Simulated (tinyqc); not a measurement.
Quantum-well laser, gain and threshold: one step of the calculation.

One electron and one heavy-hole subband per well, parabolic, with equal sheet densities n of electrons and holes; k-conserving transitions, TE polarisation, no line broadening, so the gain starts as a step at E0 and peaks there. All wells are pumped alike.

Question. Threshold density by Newton steps. fe = 1 - exp(-n/Nc) and fh = 1 - exp(-n/Nv) are the fillings of the two band edges; f = g0 (fe + fh - 1) - gth; f' = g0 [(1 - fe)/Nc + (1 - fh)/Nv]; n(new) = n - f/f'.

n after iteration 1 = 6.7582339e11 cm^-2
Nc = 1.0280833e12 cm^-2
Nv = 5.3276023e12 cm^-2
g0(E0) = 10083.283 1/cm
gth = 224.05722 1/cm

Wanted: fe; fh; f; f'; n after iteration 2.

Answer.

fe = 0.48178
fh = 0.11914
f = -4248.1 1/cm
f' = 6.7498e-9 cm
n after iteration 2 = 1.3052e12 cm^-2

Range of the model: The second hole subband, left out here, lies within about 2 Vt of the first in a well this wide.

Program tinyqc, `OMP_NUM_THREADS=1 python tinyqc.py 2840024 2840025 out.jsonl`; Intel Xeon 2.30GHz, shared host, one thread, about 0.01 s.
